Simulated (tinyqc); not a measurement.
The mobility curve: inversion-layer mobility, back-scattering and ballistic limit of a field-effect transistor. Computed by tinyqc, a small Python program. Command: `OMP_NUM_THREADS=1 python tinyqc.py 3006743 3006744 out.jsonl mos walk`. One thread of a shared host (Intel(R) Xeon(R) Processor @ 2.30GHz), about 0.01 s of CPU time with the checks.

The charge at the top of the source barrier is fixed by the gate; series resistance and short-channel effects are left out. F_j are Fermi integrals normalised to exp(eta) in the classical limit.

Inputs (values chosen for the exercise, modelled on a strained silicon n-channel):
```
quantity,value,unit
weight w of the inversion charge,0.5,-
permittivity eps,11.7,-
"phonon mobility at 1 MV/cm and 300 K, mu_ph",560,cm^2/(V s)
"roughness mobility at 1 MV/cm, mu_sr",1800,cm^2/(V s)
"Coulomb mobility at N_inv = 1e12/cm^2, mu_C",560,cm^2/(V s)
electrical oxide thickness t_inv,5.6,nm
depletion charge N_dep,2.1e+11,1/cm^2
temperature T,77,K
```

Statistics at the top of the barrier: Fermi-Dirac.

Constants: eps_0 = 8.8541878128e-12 F/m; e = 1.602176634e-19 C.

Method. N_inv = 3.9 eps_0 (V_G - V_T)/(e t_inv); effective field E_eff = e (N_dep + w N_inv)/(eps eps_0). mu_phonon = mu_ph (E_eff/1 MV/cm)^(-0.3) (T/300 K)^(-1.75); mu_rough = mu_sr (E_eff/1 MV/cm)^(-2); mu_Coulomb = mu_C (N_inv/1e12 cm^-2) (T/300 K); Matthiessen's rule adds 1/mu.

Mobilities (cm^2/(V s)):
```
V_G - V_T (V),N_inv (1/cm^2),E_eff (MV/cm),phonon,roughness,Coulomb,total
0.03,1.1546e+11,0.04141,15728,1.0498e+06,16.60,16.58
0.06,2.3092e+11,0.05034,14833,7.1043e+05,33.19,33.12
0.12,4.6184e+11,0.06819,13542,3.8708e+05,66.38,66.05
0.20,7.6974e+11,0.09200,12378,2.1266e+05,110.64,109.60
0.35,1.3470e+12,0.13665,10993,9.6402e+04,193.62,189.89
0.50,1.9244e+12,0.18129,10099,5.4769e+04,276.59,267.90
0.75,2.8865e+12,0.25569,9109,2.7532e+04,414.89,391.18
1.00,3.8487e+12,0.33010,8437,1.6519e+04,553.19,503.33
1.50,5.7731e+12,0.47891,7546,7.8482e+03,829.78,682.56
```

The lowest part is Coulomb from 0.0300 to 1.50 V. The total rises over the whole table.

Extremes, crossings and ranges named in words are read from the listed rows.
